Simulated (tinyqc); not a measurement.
Precursor delivery and alloy composition in metal-organic vapour-phase epitaxy: one step, computed by the program tinyqc.

Carrier gas leaves each bubbler saturated. Group-III species cross a boundary layer and react at the surface; element 2 can also desorb. The film is (1)_(1-x) (2)_x V with a zinc-blende cell.

Problem. Composition and growth rate. Loss of element 2 is r x with r = prefactor x exp(-energy/(k_B T)). Then x = (g2 - r x)/(g1 + g2 - r x), or r x^2 - (g1 + g2 + r) x + g2 = 0, smaller root; growth rate G = g1/(1 - x) layers/s; one layer is a/2 thick, 1 angstrom/s = 0.36 um/h. Temperatures in kelvin are T(C) + 273.15. Distribution coefficient = [x/(1 - x)]/[x_g/(1 - x_g)], x_g = g2/(g1 + g2).

Inputs (values chosen for the exercise, close to those used for InGaAs from TMGa and TMIn):

| quantity | value | unit |
|---|---|---|
| source 1: bath temperature | -4 | C |
| source 2: bath temperature | 27 | C |
| prefactor of the loss of element 2 | 5e+15 | layers/s |
| energy of the loss | 3.19 | eV |
| lattice constant a | 5.75 | angstrom |
| growth temperature T | 680 | C |

arrival rates (layers/s): g1 2.049323, g2 8.546045

Constants: k_B = 8.617333262e-05 eV/K.

Give: loss rate r; solid share x; growth rate G; distribution coefficient.

Solution.

loss rate r = 0.06790 layers/s

solid share x = 0.8056

growth rate G = 10.91 um/h

distribution coefficient = 0.9936

Desorption is negligible, so the solid copies the gas. Caution: the lattice constant is held fixed as x changes, delta does not respond to the flow, both precursors share one D and k_s, and gas-phase side reactions are left out.
